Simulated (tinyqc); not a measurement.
Changing the longitudinal mass m_l: mobility of a non-polar semiconductor in the relaxation-time approximation. Computed by tinyqc, a small Python program. Command: `OMP_NUM_THREADS=1 python tinyqc.py 3023044 3023045 out.jsonl rta sweep`. One thread of a shared host (Intel(R) Xeon(R) Processor @ 2.30GHz), about 0.02 s of CPU time with the checks.

Each valley is treated as a sphere of mass m_d for states and rates, with one isotropic relaxation time; the conductivity mass m_c sets the current.

Inputs (values chosen for the exercise, modelled on holes in silicon):
```
quantity                                            value       unit
transverse mass m_t                                   0.5        m_0
equivalent valleys Z                                    1          -
non-parabolicity alpha                               0.28       1/eV
static permittivity eps_s                            11.7          -
density rho                                          2329     kg/m^3
sound velocity v_l                                   9310        m/s
acoustic deformation potential D_A                    5.9         eV
phonon energy hbar w                                 62.7        meV
optical or intervalley deformation potential D_o      8.6  1e8 eV/cm
final valleys Z_f                                       1          -
carrier density n                                 5.9e+15     1/cm^3
compensation ratio C                                  0.6          -
temperature T                                          77          K
```

Band: Kane. Impurity formula: Conwell-Weisskopf. Further scattering: none.

Constants: k_B = 8.617333262e-05 eV/K; m_0 = 9.1093837015e-31 kg; e = 1.602176634e-19 C; hbar = 1.054571817e-34 J s; eps_0 = 8.8541878128e-12 F/m; k_B = 1.380649e-23 J/K; hbar = 6.582119569e-16 eV s.

Method:
- m_d = (m_l m_t^2)^(1/3); 1/m_c = (1/m_l + 2/m_t)/3; Hall mass factor A = 3 K_m (K_m + 2)/(2 K_m + 1)^2, K_m = m_l/m_t; N_I = n (1 + C)/(1 - C).
- Kane band: hbar^2 k^2/(2 m) = E (1 + alpha E), speed v = hbar k/(m (1 + 2 alpha E)), states per spin, volume and energy g(E) = m k (1 + 2 alpha E)/(2 pi^2 hbar^2); overlap factors are set to 1. Here m = m_d. Masses are multiplied by m_0 and all formulas are in SI units.
- The reduced Fermi level eta = E_F/(k_B T) solves n = 2 Z int g f dE with f = 1/(1 + exp(x - eta)) (Z = 1 unless valleys are given); screening length L_s = sqrt(eps_s eps_0 k_B T/(e^2 dn/deta)), dn/deta = 2 Z int g f (1 - f) dE.
- Integrals over x = E/(k_B T) use 160 Gauss-Legendre points in u = sqrt(x) from 0 to sqrt(max(eta, 0) + 32).
- Phonon occupation N_q = 1/(exp(hbar w/(k_B T)) - 1).
- Acoustic deformation potential (elastic, equipartition, absorption and emission together): 1/tau = 2 pi k_B T D_A^2 g(E)/(hbar rho v_l^2).
- Optical or intervalley deformation potential: 1/tau = (pi Z_f D_o^2/(rho w)) [N_q g(E + hbar w) + (N_q + 1) g(E - hbar w)], with g = 0 below the band edge.
- Each optical term is multiplied by (1 - f(E'))/(1 - f(E)), E' the final energy, for Pauli blocking.
- Singly charged impurities, momentum relaxation: 1/tau = N_I e^4 m (1 + 2 alpha E) Phi/(8 pi (eps_s eps_0)^2 hbar^3 k^3), with alpha = 0 for a parabolic band.
- Conwell-Weisskopf: Phi = ln(1 + y^2), y = 4 pi eps_s eps_0 E N_I^(-1/3)/e^2 (largest impact parameter N_I^(-1/3)/2).
- mu = (m_d/m_c) (2 Z e/(3 n k_B T)) int g v^2 tau f (1 - f) dE.
- Averages over x are split at the emission threshold x_0 = hbar w/(k_B T): 64 Gauss-Legendre points in sqrt(x) below it and 128 in sqrt(x - x_0) above it, up to x = max(eta, 0) + 32.
- Rates are added at each energy before the average. With <y> = int g v^2 y f (1 - f) dE: Hall factor r_H = A (3 n k_B T/(2 Z m_d)) <tau^2/(1 + 2 alpha E)>/<tau>^2 (alpha = 0 for a parabolic band); Hall mobility r_H mu; |S| = (k_B/e) (<x tau>/<tau> - eta); resistivity 1/(n e mu).

One run for each value; columns: (1) longitudinal mass m_l (m_0); (2) drift mobility mu (cm^2/(V s)); (3) density-of-states mass m_d (m_0); (4) conductivity mass m_c (m_0); (5) Hall mass factor A; (6) Seebeck coefficient |S| (microvolt/K):
```
(1)    (2)    (3)     (4)    (5)    (6)
0.50  3379  0.500  0.5000  1.000  700.9
0.71  2989  0.562  0.5547  0.988  710.8
1.00  2688  0.630  0.6000  0.960  720.4
2.10  2195  0.807  0.6702  0.884  740.9
2.90  2018  0.898  0.6905  0.855  749.9
4.20  1831  1.016  0.7079  0.827  760.4
6.00  1661  1.145  0.7200  0.806  770.7
```

Give the missing row, longitudinal mass m_l (m_0) = 1.50.

Computed row; columns: (1) longitudinal mass m_l (m_0); (2) drift mobility mu (cm^2/(V s)); (3) density-of-states mass m_d (m_0); (4) conductivity mass m_c (m_0); (5) Hall mass factor A; (6) Seebeck coefficient |S| (microvolt/K):
```
(1)    (2)    (3)     (4)    (5)    (6)
1.50  2399  0.721  0.6429  0.918  731.6
```

Interpolating between the two neighbouring rows (the first column on a logarithmic scale, the others too where they are positive) misses most in conductivity mass m_c (m_0), by 0.85 %. Over the rows, drift mobility mu (cm^2/(V s)) falls from 3380 to 1660 (exponent d ln y / d ln x -0.35 between the first rows and -0.27 between the last); density-of-states mass m_d (m_0) rises from 0.500 to 1.14 (exponent d ln y / d ln x about 0.33 throughout); conductivity mass m_c (m_0) rises from 0.500 to 0.720 (exponent d ln y / d ln x 0.30 between the first rows and 0.048 between the last). m_c stays below 1.5 m_t = 0.750 however large m_l gets, while m_d keeps growing as m_l^(1/3); A falls from 1 towards 3/4.

Caution (all rows): n is taken as given; at low temperature (in diamond even at 300 K) real dopants can freeze out, which changes n and N_I.
